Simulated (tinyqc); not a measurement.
The solidus: solid solubility of a dopant against its melt (retrograde solidus), clustering and the electrically active fraction. Computed by tinyqc, a small Python program. Command: `OMP_NUM_THREADS=1 python tinyqc.py 3003352 3003353 out.jsonl retro walk`. One thread of a shared host (Intel(R) Xeon(R) Processor @ 2.30GHz), about 0.01 s of CPU time with the checks.

Inputs (values chosen for the exercise, for a model dopant):
```
quantity                                   value    unit
melting point of the host T_m               1687       K
heat of melting of the host H_f             50.2  kJ/mol
interaction L of the melt                    2.9  kJ/mol
enthalpy of transfer from melt to solid H  0.602      eV
entropy of transfer S                      -0.91     k_B
site density N0                            5e+22  1/cm^3
```

Constants: R = 8.314462618 J/(mol K); k_B = 8.617333262e-05 eV/K; e = 1.602176634e-19 C; N_A = 6.02214076e+23 1/mol.

Method. x_l and x_s are atom fractions of the dopant in melt and solid; the solid is dilute. Liquidus of the host: R T ln(1 - x_l) + L x_l^2 = -H_f (1 - T/T_m). Distribution: k = x_s/x_l = exp[L (1 - x_l)^2/(R T)] exp(S/k_B - H/(k_B T)), the first factor being the activity coefficient in the melt. Solubility = x_s N0; at T_m x_l = 0. The largest x_s N0 between 900 K and T_m. For an ideal melt with constant heats the maximum has x_l = H_f/(H + H_f), H in the same units.

largest solubility = 8.21123e+19 1/cm^3

temperature of the maximum = 1450.96 K

Against temperature:
```
T (K)      x_l          k  solubility (1/cm^3)  over the maximum
1000   0.93702  0.0003728           1.7465e+19           0.21270
1100   0.88443  0.0007055           3.1198e+19           0.37995
1200   0.80629  0.0012057           4.8607e+19           0.59196
1300   0.69760  0.0019127           6.6714e+19           0.81247
1400   0.55538  0.0028779           7.9916e+19           0.97325
1500   0.38119  0.0041767           7.9606e+19           0.96948
1580   0.22387  0.0055249           6.1843e+19           0.75315
1640   0.09938  0.0067568           3.3573e+19           0.40887
1675   0.02545  0.0075748           9.6373e+18           0.11737
```

Between the first rows the Arrhenius energy of the solubility is 0.55 eV, against H = 0.602 eV; it shrinks to zero at 1451 K and turns negative beyond. A crystal saturated at the maximum precipitates dopant-rich liquid on cooling and on heating alike. Below a eutectic or compound temperature another phase would set the limit.

Extremes, crossings and ranges named in words are read from the listed rows.
